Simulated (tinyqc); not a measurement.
Epitaxial growth on a vicinal surface: Burton-Cabrera-Frank step flow, step-edge barrier and island nucleation: one step, computed by the program tinyqc. Command: `OMP_NUM_THREADS=1 python tinyqc.py 3000964 3000965 out.jsonl stepflow walk`. One thread of a shared host (Intel(R) Xeon(R) Processor @ 2.30GHz), about 0.01 s of CPU time with the checks.

Adatoms land at rate F, hop on a square grid (a simplification for hexagonal faces), desorb, or join steps. Lengths are in units of a and n is the adatom coverage. Steps ascend at x = 0 and descend at x = l.

Question. Terrace solution. D n'' - n/tau + F = 0 with n(0) = n_eq and -l_s n'(l) = n(l) - n_eq. With u = n - F tau, A = n_eq - F tau, y = l/x_s, s = l_s/x_s: u = A cosh(x/x_s) + B sinh(x/x_s), B = A (1 - cosh y - s sinh y)/(sinh y + s cosh y). Flux into the ascending step J+ = D B/x_s, over the descending one J- = -(D/x_s)(A sinh y + B cosh y); step velocity J+ + J-; growth rate (J+ + J-)/l. For small y: J+ + J- = (F - n_eq/tau) l, J-/J+ = l/(l + 2 l_s). The coverage peaks where n' = 0, tanh(x/x_s) = -B/A.

Inputs (values chosen for the exercise, close to those used for 4H-SiC(0001)): deposition rate F = 0.054 layers/s; temperature T = 1500 C.

D = 3978134 a^2/s

lifetime tau = 0.03743341 s

diffusion length x_s = 385.8952 a

equilibrium coverage n_eq = 2.328592e-05

terrace width l = 46.87360 a

Schwoebel length l_s = 0 a

Give: J+; J-; growth rate; peak coverage; position of the peak.

Answer.

J+ = 1.2495 atoms per step site and s

J- = 1.2495 atoms per step site and s

growth rate = 0.053312 layers/s

peak coverage = 2.6965e-05

position of the peak = 23.437 a
